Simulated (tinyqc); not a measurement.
Charge control and current of a heterostructure field-effect transistor: one step, computed by the program tinyqc. Command: `OMP_NUM_THREADS=1 python tinyqc.py 3009102 3009103 out.jsonl hemt walk`. One thread of a shared host (Intel(R) Xeon(R) Processor @ 2.30GHz), about 0.01 s of CPU time with the checks.

Two subbands in a triangular well; E_F is counted from the conduction band edge of the channel at the interface.

Problem. Levels and gate capacitance. Charge control: n_s = C_b (V_G - V_T - E_F/e)/e. Well: mean field F = e n_s/(2 eps eps_0), E_i = (hbar^2/2m)^(1/3) [(3 pi e F/2)(i + 3/4)]^(2/3), i = 0, 1; n_s = D k_B T sum_i ln(1 + exp((E_F - E_i)/k_B T)), D = m/(pi hbar^2), which is solved in closed form for E_F. C_g = e dn_s/dV_G = 1/(1/C_b + 1/C_q), 1/C_q = d(E_F/e)/d(e n_s) by a central difference of +/- 0.1 % in n_s; added distance dd = eps eps_0/C_q.

Inputs (values chosen for the exercise, modelled on AlGaAs/GaAs): channel mass m = 0.069 m_0; permittivity eps (barrier and channel) = 12.6; conduction band offset dE_c = 0.3 eV; temperature T = 300 K; spacer between delta layer and channel = 4 nm.

Charge source: delta doping. Velocity law: two-piece.

sheet density n_s = 3.036239e+12 1/cm^2

barrier capacitance C_b = 0.2860584 microfarad/cm^2

Constants: k_B = 8.617333262e-05 eV/K; e = 1.602176634e-19 C; eps_0 = 8.8541878128e-12 F/m; hbar = 1.054571817e-34 J s; m_0 = 9.1093837015e-31 kg; k_B = 1.380649e-23 J/K.

Give: E_0; E_1; E_F; share in the second subband; gate capacitance C_g; added distance dd.

Solution.

E_0 = 148.6 meV

E_1 = 261.3 meV

E_F = 242.9 meV

share in the second subband = 9.792 %

gate capacitance C_g = 0.2561 microfarad/cm^2

added distance dd = 4.560 nm

C_g is 90 % of C_b: the finite density of states and the rise of E_0 act as 4.6 nm of extra barrier. Caution: E_F lies above the conduction band minimum of the barrier, so electrons would spill into the barrier.
